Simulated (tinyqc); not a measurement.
Inside a calculation. Model: strain-driven roughening and islands of a mismatched epitaxial film. Computed by tinyqc, a small Python program that keeps every step. Command: `OMP_NUM_THREADS=1 python tinyqc.py 3020871 3020872 out.jsonl island walk`. One thread of a shared host (Intel(R) Xeon(R) Processor @ 2.30GHz), about 0.01 s of CPU time with the checks. Intermediate numbers are printed to about 6 digits and carried at full precision; extremes and crossings named in words are read from the listed rows.

Film and substrate share isotropic elastic constants; the film is coherent and biaxially strained.

Inputs (values chosen for the exercise, modelled on Si(0.5)Ge(0.5) on Si):
```
quantity                                      value       unit
misfit |f|                                   0.0201          -
shear modulus G                                55.7        GPa
Poisson ratio nu                               0.27          -
surface energy gamma                           1.11      J/m^2
contact angle of the shallow shape theta_1     13.3    degrees
contact angle of the steep shape theta_2       30.6    degrees
facet energy of shape 1 over gamma           0.9955          -
facet energy of shape 2 over gamma            1.019          -
wetting energy gamma_s - gamma                 0.13      J/m^2
decay length of wetting delta                  0.33         nm
surface mobility D_s nu_s Omega^2/(k_B T)   6.6e-32  m^6/(J s)
initial ripple amplitude A0                    0.12         nm
ripple wavelength over the critical one         3.6          -
island volume V                              120000       nm^3
```

Transport: surface diffusion.

Constants: e = 1.602176634e-19 C.

## Elastic energy of the flat film

M = 2 G (1 + nu)/(1 - nu); stress = M f; energy density w = M f^2.

biaxial modulus M = 193.805 GPa

stress = 3.89549 GPa

energy density w = 78.2994 MJ/m^3

## Asaro-Tiller-Grinfeld instability

A ripple A cos(k x) has the surface chemical potential per volume [gamma k^2 - 2 (1 + nu) w k] A cos(k x), so k_c = 2 (1 + nu) w/gamma. With surface diffusion the amplitude grows at the rate q = B k^2 [2 (1 + nu) w k - gamma k^2], fastest at k_m = (3/4) k_c. B is the surface mobility.

k_c = 0.179171 1/nm

critical wavelength = 35.0680 nm

fastest wavelength = 46.7573 nm

growth time 1/q at k_m = 0.125584 s

A ripple of A0 needs about 0.37 s to reach a twentieth of its wavelength.

## A ripple of given wavelength

A ripple A cos(k x) has the surface chemical potential per volume [gamma k^2 - 2 (1 + nu) w k] A cos(k x), so k_c = 2 (1 + nu) w/gamma. With surface diffusion the amplitude grows at the rate q = B k^2 [2 (1 + nu) w k - gamma k^2], fastest at k_m = (3/4) k_c. B is the surface mobility. Stress at the trough = stress x (1 + 2 k A).

k = 0.0497699 1/nm

rate q = 1.16871 1/s

q over the largest rate = 0.146771

stress concentration at A0 = 1.01194

The ripple grows.

## Wetting layer

The surface energy depends on thickness as gamma + (gamma_s - gamma) exp(-h/delta). Its curvature adds W2 = (gamma_s - gamma) exp(-h/delta)/delta^2 to the restoring terms; the flat film is stable while W2 > (1 + nu)^2 w^2/gamma, which gives h_c = delta ln[(gamma_s - gamma) gamma/(delta^2 (1 + nu)^2 w^2)], or 0 if negative.

wetting-layer thickness h_c = 1.61629 nm

Layer-by-layer growth up to h_c, then roughening: the Stranski-Krastanov mode.

## Island nucleation

Shallow faceted island (Tersoff form): E = 4 Gam V^(2/3) tan^(1/3)(theta) - 6 c V tan(theta), Gam = gamma [x/sin(theta) - 1/tan(theta)], x the facet energy over gamma, c = stress^2 (1 - nu)/(2 pi G). The barrier is the maximum of E, at V_c = [4 Gam/(9 c)]^3 / tan^2(theta) (1 GPa nm = 1 J/m^2).

c = 0.0316528 GPa

Gam of shape 1 = 0.107700 J/m^2

critical volume, shape 1 = 61.8886 nm^3

barrier, shape 1 = 8.67086 eV

Gam of shape 2 = 0.345092 J/m^2

critical volume, shape 2 = 325.284 nm^3

barrier, shape 2 = 114.016 eV

The shallow shape has the lower barrier. Each barrier is a third of the surface term at V_c and scales as Gam^3/c^2, that is as f^(-4).

## Which shape at the volume V

The two energies cross at V_x^(1/3) = 4 [Gam_2 t2^(1/3) - Gam_1 t1^(1/3)]/(6 c (t2 - t1)), t = tan(theta); mu = dE/dV.

E of shape 1 = -29580.3 eV

E of shape 2 = -66528.8 eV

crossing volume V_x = 2317.98 nm^3

jump of mu at V_x, shape 2 less shape 1 = -22.4740 MJ/m^3

At V the steep shape is lower. At V_x the chemical potential drops, so islands that have turned steep grow at the cost of the shallow ones. Caution: the shallow-slope form overstates the relaxation of facets steeper than about 25 degrees.

## Scaling with the misfit

A ripple A cos(k x) has the surface chemical potential per volume [gamma k^2 - 2 (1 + nu) w k] A cos(k x), so k_c = 2 (1 + nu) w/gamma. With surface diffusion the amplitude grows at the rate q = B k^2 [2 (1 + nu) w k - gamma k^2], fastest at k_m = (3/4) k_c. V_c = [4 Gam/(9 c)]^3/tan^2(theta), barrier = (4/3) Gam V_c^(2/3) tan^(1/3)(theta); the growth time is 1/q at k_m.

Misfit scaled at fixed constants:
```
|f| (%)  fastest wavelength (nm)  growth time (s)  V_c of shape 1 (nm^3)  barrier of shape 1 (eV)
0.5025                   748.117      8.23026e+03            2.53496e+05              2.21974e+03
0.7035                   381.692      5.57685e+02            3.36668e+04              5.77817e+02
1.0050                   187.029      3.21495e+01            3.96087e+03              1.38734e+02
1.4070                    95.423      2.17846e+00            5.26044e+02              3.61135e+01
2.0100                    46.757      1.25584e-01            6.18886e+01              8.67086e+00
2.8140                    23.856      8.50960e-03            8.21944e+00              2.25710e+00
```

Halving the misfit stretches the wavelength 4 times, the barrier 16 times, the volume 64 times and the time 256 times: f^(-2), f^(-4), f^(-6), f^(-8). Over these rows the time spans 6.0 decades: strongly mismatched films tend to roughen first, while dilute alloys have time to stay flat. Rows with wavelengths under 10 nm or volumes under 5 nm^3 are beyond the continuum picture.

Checks made by the program: k_m against a numerical maximum of the rate (relative difference 5e-10).
